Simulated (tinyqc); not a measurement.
Convergence with cell size: Koster-Slater impurity in a tight-binding band, by Green functions and by supercells. Computed by tinyqc, a small Python program. Command: `OMP_NUM_THREADS=1 python tinyqc.py 3013889 3013890 out.jsonl kosterslater walk`. One thread of a shared host (Intel(R) Xeon(R) Processor @ 2.30GHz), about 0.02 s of CPU time with the checks.

One orbital per site, e(k) = -2 t sum cos(k_i) over 1 direction(s), band from -2 t to 2 t, lattice constant 1. One site has the extra energy U. Spin is left out.

Inputs (values chosen for the exercise, for a model band): hopping t = 1.4 eV; impurity potential U = -0.629 eV.

Lattice: chain.

Method:
- Outside the band G0(E) = sign(E)/sqrt(E^2 - 4 t^2).
- A bound state solves 1/U = G0(E).
- Bisection in ln(distance from the edge) between 1e-5 t and |U| + t. Weight on the impurity site: -1/(U^2 dG0/dE), by a central difference with step min(1e-4 t, distance/30). Decay length along an axis: 1/arccosh(1 + distance/(2 t)).
- In a periodic cell of N sites along each direction with Bloch vector K, the level solves 1/U = N^-d sum_k 1/(E - e(k)), k_i = (2 pi m_i + K_i)/N, m_i = 0..N-1; the outermost root on the side of U is taken (bisection). d is the number of directions. Gamma means K_i = 0, the zone corner K_i = pi, the quarter point K_i = pi/2.
- Even N; errors against the isolated level E_b, set to 0 below 1e-6 t.

level E_b = -2.86978 eV

decay length = 4.48843 sites

Error of the level (eV):

| N | sites | Gamma | corner | quarter point |
|---|---|---|---|---|
| 4 | 4 | -0.11153 | 5.5056e-01 | 9.5147e-02 |
| 6 | 6 | -0.06185 | 2.0667e-01 | 2.7064e-02 |
| 8 | 8 | -0.03786 | 9.5147e-02 | 9.3045e-03 |
| 12 | 12 | -0.01585 | 2.7064e-02 | 1.3704e-03 |
| 16 | 16 | -0.00689 | 9.3045e-03 | 2.2307e-04 |
| 24 | 24 | -0.00126 | 1.3704e-03 | 6.2553e-06 |

What does the comparison show, and why?

The error at Gamma falls exponentially, between the last two resolved rows by exp(-0.212) per site against 1/(decay length) = 0.223. Gamma and the corner err in opposite directions. No listed cell reaches 1 meV at Gamma; at the quarter point N = 16 is enough.

Extremes, crossings and ranges named in words are read from the listed rows.
